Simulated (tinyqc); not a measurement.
From results back to parameters: Koster-Slater impurity in an sp3s* host.

Problem. In the Koster-Slater model a defect shifts the s level of its site by Vs and the p levels by Vp; an A1 level solves 1/Vs = G_s(E) and a T2 level 1/Vp = G_p(E), E from the top of the valence band. A defect has an A1 level at E = 1.0021 eV, one of the energies of the table, and a T2 level at 0.1432 eV.

G(E) of the host (1/eV):
```
E (eV)         G_s         G_p
0.0000  -0.0721830   0.0965434
0.1432  -0.0846609   0.0622779
0.2863  -0.0989502   0.0356196
0.4295  -0.1157157   0.0116261
0.5726  -0.1359817  -0.0120406
0.7158  -0.1614680  -0.0373515
0.8589  -0.1954233  -0.0670210
1.0021  -0.2452313  -0.1065978
1.1453  -0.3347610  -0.1736526
```

Find: Vs, Vp.

Solution. Read G_s and G_p at the two energies and invert them. Vs is attractive and pulls its level down from the conduction bands. Vp is repulsive and pushes its level up from the valence bands.

Vs, Vp (eV): -4.1  16.1

Run: tinyqc, `OMP_NUM_THREADS=1 python tinyqc.py 1480146 1480147 out.jsonl`; Intel(R) Xeon(R) Processor @ 2.30GHz, one thread, shared host; about 0.01 s of CPU time with all checks.
